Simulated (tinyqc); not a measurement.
# Electron continuity equation in a given potential, Scharfetter-Gummel discretisation: three discretisations compared

Steady state in one dimension: J = q mu n E + q D dn/dx with E = -dpsi/dx and D = mu Vt, dJ/dx = q (n/tau - G), fixed densities nL and nR at the ends. The potential is given, psi = U x/L - Ub exp(-((x/L - xb)/sb)^2), and is not changed by the electrons.

12 equal intervals. Fluxes J_i = (q D/h)(n_(i+1) P_i - n_i Q_i), d_i = (psi_(i+1) - psi_i)/Vt: Scharfetter-Gummel P = B(d), Q = B(-d), B(d) = d/(exp(d) - 1); central P = 1 - d/2, Q = 1 + d/2; upwind P = 1 + max(-d, 0), Q = 1 + max(d, 0). Balance at each inner node: J_i - J_(i-1) = q h (n_i/tau - G). The reference is Scharfetter-Gummel on 2400 intervals.

Inputs (values chosen for the exercise); mobility close to that of silicon at room temperature: temperature T = 250 K; electron mobility mu = 1360 cm^2/(V s); length of the region L = 16 um; density at x = 0 nL = 3.6e14 cm^-3; density at x = L nR = 3.4e13 cm^-3; lifetime tau = 3.3e-8 s; uniform generation rate G = 0 cm^-3 s^-1; potential difference psi(L) - psi(0) U = 0.7 V; depth of the dip in psi (a barrier for electrons) Ub = 0.23 V; position of the barrier over L xb = 0.68; width of the barrier over L sb = 0.17.

Constants: q = 1.602176634e-19 C, kB = 1.380649e-23 J/K, Vt = kB T/q. Results are converted to the units shown.

Densities (cm^-3):

| node | Scharfetter-Gummel | central | upwind | reference |
|---|---|---|---|---|
| 0 | 3.600e14 | 3.600e14 | 3.600e14 | 3.600e14 |
| 1 | 3.582e14 | 3.569e14 | 3.755e14 | 3.581e14 |
| 2 | 3.632e14 | 3.601e14 | 4.394e14 | 3.623e14 |
| 3 | 4.425e14 | 3.351e14 | 6.774e14 | 4.419e14 |
| 4 | 1.274e15 | 6.822e14 | 1.479e15 | 1.351e15 |
| 5 | 5.772e15 | 8.269e15 | 3.392e15 | 6.524e15 |
| 6 | 6.119e15 | 9.202e15 | 3.219e15 | 7.199e15 |
| 7 | 9.496e14 | 8.470e14 | 9.592e14 | 1.217e15 |
| 8 | 1.597e14 | 1.538e14 | 1.647e14 | 2.067e14 |
| 9 | 9.870e13 | 1.014e14 | 1.119e14 | 9.719e13 |
| 10 | 1.166e14 | 5.798e13 | 1.329e14 | 9.768e13 |
| 11 | 1.711e14 | 1.896e14 | 1.598e14 | 1.447e14 |
| 12 | 3.400e13 | 3.400e13 | 3.400e13 | 3.400e13 |

What do the numbers show?

Largest errors as a share of the largest reference density listed: Scharfetter-Gummel 15 %, central 28 %, upwind 55 %. The largest |d| is 6.99. Upwinding stays positive but acts as if D were larger by the factor 1 + |d|/2, up to 4.49 here.

Program tinyqc, `OMP_NUM_THREADS=1 python tinyqc.py 2220020 2220021 out.jsonl`; Intel Xeon 2.30GHz, shared host, one thread, about 0.01 s.
